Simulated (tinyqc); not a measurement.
Deformation potentials from a strained empirical pseudopotential: one step. Hydrostatic deformation potentials. Three cases, with inputs chosen for the exercise.

Problem. a = [E(+h) - E(-h)]/(3 ln((1 + h)/(1 - h))).

Case 1.

Values chosen (out of a larger set: near those of Si; not measured data): h = 0.002 (size of the test strain).

Gaps (eV):
```
gap               e = -h      e = 0     e = +h
Gamma, s-like  4.3380778  4.2854766  4.2329100
Delta          1.0180266  1.0344928  1.0505891
L              2.0440953  2.0328004  2.0213646
```

Case 2.

Values chosen (out of a larger set: a germanium-sized cell with gaps well above those of Ge; not measured data): h = 0.005 (size of the test strain).

Gaps (eV):
```
gap               e = -h      e = 0     e = +h
Gamma, s-like  1.8998123  1.7651852  1.6316832
Delta          1.2223366  1.2366423  1.2492666
L              1.2316489  1.1883648  1.1446557
```

Case 3.

Values chosen (out of a larger set: a germanium-sized cell with gaps well above those of Ge; not measured data): h = 0.001 (size of the test strain).

Gaps (eV):
```
gap               e = -h      e = 0     e = +h
Gamma, s-like  1.6287768  1.6011824  1.5736363
Delta          1.4876683  1.4896921  1.4916489
L              1.2750047  1.2657709  1.2565208
```

Give: a of the gaps to Gamma, Delta, L.

Solution.

Case 1.

a of the gaps to Gamma, Delta, L (eV): -8.76  2.71  -1.89

Case 2.

a of the gaps to Gamma, Delta, L (eV): -8.94  0.90  -2.90

Case 3.

a of the gaps to Gamma, Delta, L (eV): -9.19  0.66  -3.08

Compression opens the Gamma gap, opens the L gap and closes the Delta gap. Only differences are defined here: the absolute shifts depend on the mean potential, which this model leaves out.

Computed by tinyqc, one run a case: `OMP_NUM_THREADS=1 python tinyqc.py N N+1 out.jsonl` with N = 1880566, 1880586, 1880763; one thread of a shared Intel(R) Xeon(R) Processor @ 2.30GHz, about 0.2 s a run at most.
